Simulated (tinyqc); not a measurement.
Against doping: dopants and charged point defects at anneal temperature: Fermi-level effect, clustering and pairing. Computed by tinyqc, a small Python program. Command: `OMP_NUM_THREADS=1 python tinyqc.py 3000006 3000007 out.jsonl pairing walk`. One thread of a shared host (Intel(R) Xeon(R) Processor @ 2.30GHz), about 0.02 s of CPU time with the checks.

Boltzmann statistics and full ionisation of active dopants. Energies are counted from the valence band; the defect (a vacancy or self-interstitial) has five charge states, with all degeneracy factors one.

Inputs (values chosen for the exercise, with bands modelled on germanium):
```
quantity,value,unit
gap at 0 K E_g0,0.731,eV
Varshni alpha,0.000486,eV/K
Varshni beta,235,K
electron mass m_e,0.227,m_0
valleys M_c,4,-
hole mass m_h,0.346,m_0
anneal temperature T,800,K
total dopant density N,1.4e+19,cm^-3
formation enthalpy of the neutral defect H_f,2.05,eV
formation entropy S_f,9.2,k_B
site density N_s,2.7e+22,cm^-3
dopant atoms per cluster k,3,-
cluster binding energy E_b,0.975,eV
```

Dopant: donor. Second part: clustering of the dopant.

defect levels as fractions of E_g(T): (2+/+), (+/0), (0/-), (-/2-): [0.18, 0.25, 0.53, 0.75]

Constants: m_0 = 9.1093837015e-31 kg; k_B = 1.380649e-23 J/K; h = 6.62607015e-34 J s; k_B = 8.617333262e-05 eV/K.

Method:
- E_g = E_g0 - alpha T^2/(T + beta).
- N_c = 2 M_c (2 pi m_e k_B T/h^2)^(3/2) and N_v = 2 (2 pi m_h k_B T/h^2)^(3/2), masses in units of m_0.
- n_i = sqrt(N_c N_v) exp(-E_g/2 k_B T); E_i = E_g/2 + (k_B T/2) ln(N_v/N_c).
- n = A/2 + sqrt(A^2/4 + n_i^2) for an active density A.
- k ionised dopants and k carriers form one neutral cluster: C = N_s (A/N_s)^k (n/N_b)^k exp(E_b/k_B T), N_b the effective density of states of the majority band, and N = A + k C (60 bisections in ln A between ln N - 90 and ln N).
- chi = n/n_i (for acceptors n_i/p); E_F = E_i + k_B T ln chi; field enhancement h = 1 + A/sqrt(A^2 + 4 n_i^2).
- C_0 = N_s exp(S_f/k_B) exp(-H_f/k_B T). Ratios to the neutral state at E_F = E_i: r_+ = exp((E(+/0) - E_i)/k_B T), r_2+ = r_+ exp((E(2+/+) - E_i)/k_B T), r_- = exp((E_i - E(0/-))/k_B T), r_2- = r_- exp((E_i - E(-/2-))/k_B T); at other E_F state q scales as chi^(-q). The enhancement is sum r_q chi^(-q)/sum r_q. The charge on the defects is left out of neutrality.
- chi = n/n_i; h = 1 + A/sqrt(A^2 + 4 n_i^2); the dopant diffusivity over its intrinsic value is D/D_i = enhancement x h x A/N, if every charge state carries the dopant equally well.

E_g = 0.430478 eV

k_B T = 0.0689387 eV

n_i = 1.42868e+18 cm^-3

E_i = 0.189247 eV

effective density of states N_b of the majority band = 4.72742e+19 cm^-3

neutral defects C_0 = 3.25418e+13 cm^-3

Charge states:
```
state,ratio r,intrinsic (cm^-3),doped (cm^-3)
2+,0.06049,1.96855e+12,2.11341e+10
+,0.30603,9.95888e+12,1.03188e+12
0,1.00000,3.25418e+13,3.25418e+13
-,0.56872,1.85073e+13,1.78617e+14
2-,0.08188,2.66457e+12,2.48193e+14
```

Trend at the anneal temperature:
```
N (cm^-3),active A (cm^-3),chi,defect enhancement,mean charge,D/D_i
4.30e+16,4.3000e+16,1.015,1.002,-0.1619,1.017
1.20e+17,1.2000e+17,1.043,1.007,-0.1804,1.049
3.30e+17,3.3000e+17,1.122,1.022,-0.2306,1.140
9.00e+17,9.0000e+17,1.363,1.083,-0.3617,1.408
2.50e+18,2.5000e+18,2.204,1.389,-0.6726,2.304
6.80e+18,6.7940e+18,4.957,2.923,-1.1495,5.612
1.90e+19,1.7446e+19,12.292,10.108,-1.5553,18.440
5.20e+19,2.7651e+19,19.406,21.262,-1.6949,22.552
1.40e+20,3.5280e+19,24.734,32.310,-1.7529,16.258
```

Well below n_i = 1.43e18 cm^-3 chi and the enhancement are near 1. At any doping d ln(enhancement)/d ln chi equals minus the mean charge, which goes from -0.16 to -1.75 over the rows. Clustering bends A over: its exponent in N falls to 0.25, towards 1/(2k) = 0.167, and D/D_i peaks at N = 5.2e19 cm^-3.

Extremes, crossings and ranges named in words are read from the listed rows.
